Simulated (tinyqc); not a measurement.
Atomic layer deposition: Langmuir saturation, growth per cycle and coating of deep features: one step, computed by the program tinyqc.

Precursor A sticks only on free sites, so a long enough pulse saturates; co-reactant B then frees the sites again.

Task: Exposure for a deep feature. Diffusion-limited filling (Gordon) of a long trench of width w, hydraulic diameter 2w, so that a is replaced by a/2 in the hole formula: t = (q/F)(1 + 19a/8 + 3a^2/8). Reaction-limited filling needs ln(100)/k_a at any depth, k_a = beta F/q. Flow is molecular. The front picture holds when the modulus (a/2) sqrt(beta) is well above 1. Depth reached by the given pulse: solve the same formula for a. Exposure = p x diffusion-limited time; 1 langmuir = 1.33322e-4 Pa s.

Inputs (values chosen for the exercise, modelled on aluminium oxide from trimethylaluminium and water):

| quantity | value | unit |
|---|---|---|
| site density q | 4.5 | 1/nm^2 |
| sticking probability beta on free sites | 0.0099 | - |
| precursor pressure p | 17 | Pa |
| temperature T | 225 | C |
| pulse time t | 0.0019 | s |
| aspect ratio a | 77 | - |

Feature: long trench.

flux F = 236508.4 1/(nm^2 s)

Give: diffusion-limited time; exposure; modulus; aspect ratio reached by the front in time t.

Result:

diffusion-limited time = 0.04580 s

exposure = 5840 langmuir

modulus = 3.831

aspect ratio reached by the front in time t = 13.38

Caution: for a long trench the a/2 rule ignores the ln(a)/a transmission of a slit, so times at large a are too long. Caution: the pulse is shorter than ln(100)/k_a, so even the open surface is not saturated and the depth reached has no meaning. Caution: the depth reached is formal here: it is under 4/sqrt(beta), so no sharp front has formed.
